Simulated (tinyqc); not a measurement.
Random alloy fluctuations: inter-valley coupling by envelope functions against a chain of atomic planes.

Chain: E(phi) = e0 + 2 v cos(phi) + 2 u cos(2 phi), cos(phi0) = -v/(4u), e0 = 2u + v^2/(4u); plane j = 0, 1, ... has the potential V_j = dE x_j + F (j - 30) a/4 (1 MV/m = 1e-4 V/angstrom). There are 30 barrier planes a side; with y = j - 29.5, x_j = xb (f(y) + f(Nw - y)), f(y) = 1/(1 + exp(y/L)), plus any Ge added in the well. The valley splitting is the spacing of the two lowest levels. Envelope theory: F_j solves a one-valley chain with hopping -b and diagonal 2b + V_j, b = 4u sin^2(phi0), sum F_j^2 = 1; the valleys couple by Dv = sum_j F_j^2 V_j exp(-2 i phi0 j) and split by 2|Dv|.

Parameters, chosen for this exercise (near those of the Delta valleys of silicon in a SiGe well; shifted at random, so the results belong to these values and not to a real crystal): a = 5.431 angstrom (lattice constant; planes lie a/4 apart); u = 0.602 eV (second-neighbour hopping); v = 0.619 eV (nearest hopping); Nw = 48 (planes in the well); L = 1.25 planes (interface width); xb = 0.25 (Ge fraction of the barriers); dE = 0.55 eV (offset per unit Ge fraction); F = 2 MV/m (field); x0 = 6054 (start of the number sequence); na = 8000 (atoms a plane under the dot).

A uniform fraction x is added on all planes. Each plane j then fluctuates by q sqrt(x_j (1 - x_j)/na) in Ge fraction, q = sqrt12 (z/2147483647 - 1/2) with z(new) = 16807 z mod 2147483647 from x0, restarted for each row; 24 samples. Theory: Dv is a complex Gaussian with sigma^2 = dE^2 sum F_j^4 x_j (1 - x_j)/na, and the mean splitting is sqrt(pi) sigma if the smooth part is negligible.

Splitting (micro-eV):

| x | sigma | sqrt(pi) sigma | mean of 24 | least | largest |
|---|---|---|---|---|---|
| 0.00 | 17.0 | 30.1 | 27.9 | 5.4 | 67.1 |
| 0.01 | 103.5 | 183.4 | 175.0 | 18.6 | 343.8 |
| 0.02 | 144.6 | 256.4 | 245.9 | 25.7 | 493.8 |
| 0.05 | 224.3 | 397.5 | 383.1 | 41.8 | 778.0 |
| 0.10 | 308.3 | 546.4 | 527.6 | 60.0 | 1072.5 |

Without added Ge the disorder sits in the barriers, where the state is small: mean 27.9 micro-eV, against 0.32 for the smooth well. With 5 % Ge in the well the mean is 383, theory 397, with a statistical error of about 11 % for 24 samples; the miss is -4 %, and since every row reuses one sequence the rows with added Ge miss alike. The spread grows with the mean: at 5 % the samples run from 42 to 778, so small splittings remain possible. sigma falls as 1/sqrt(na) for larger dots. A chain with one orbital a plane has no Bloch-function factor, which scales all these couplings down in fuller models.

Program tinyqc; command `OMP_NUM_THREADS=1 python tinyqc.py 1452867 1452868 out.jsonl`; about 0.08 s on one thread of a shared Intel(R) Xeon(R) Processor @ 2.30GHz.
